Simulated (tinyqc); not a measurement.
Hot electrons in a saturated n-channel MOSFET, lucky-electron model: one step of the calculation.

Beyond pinch-off the lateral field grows as Esat cosh(y/l) over the velocity-saturated region (pseudo-two-dimensional model). Impact ionisation in this region gives the substrate current, which biases the body forward through Rsub. Currents are per width. Local-field laws: they overstate ionisation when the field peak is narrower than an energy relaxation length.

Problem. Length and field scales. Cox = 3.9 eps0/tox, l = sqrt(3 tox xj), Esat = 2 vs/mu.

Values chosen for this exercise; values close to those of silicon n-channel devices: channel length L = 0.35 um; oxide thickness tox = 6.8 nm; junction depth xj = 120 nm; effective mobility mu = 300 cm^2/(V s); saturation velocity vs = 9.2e6 cm/s.

Constants: eps0 = 8.8541878128e-14 F/cm where lengths are in cm. Results are converted to the units shown.

Give: Cox; l; Esat; Esat L.

Solution.

Cox = 0.50781 uF/cm^2
l = 49.477 nm
Esat = 0.061333 MV/cm
Esat L = 2.1467 V

Program tinyqc, `OMP_NUM_THREADS=1 python tinyqc.py 2550027 2550028 out.jsonl`; Intel Xeon 2.30GHz, shared host, one thread, about 0.01 s.
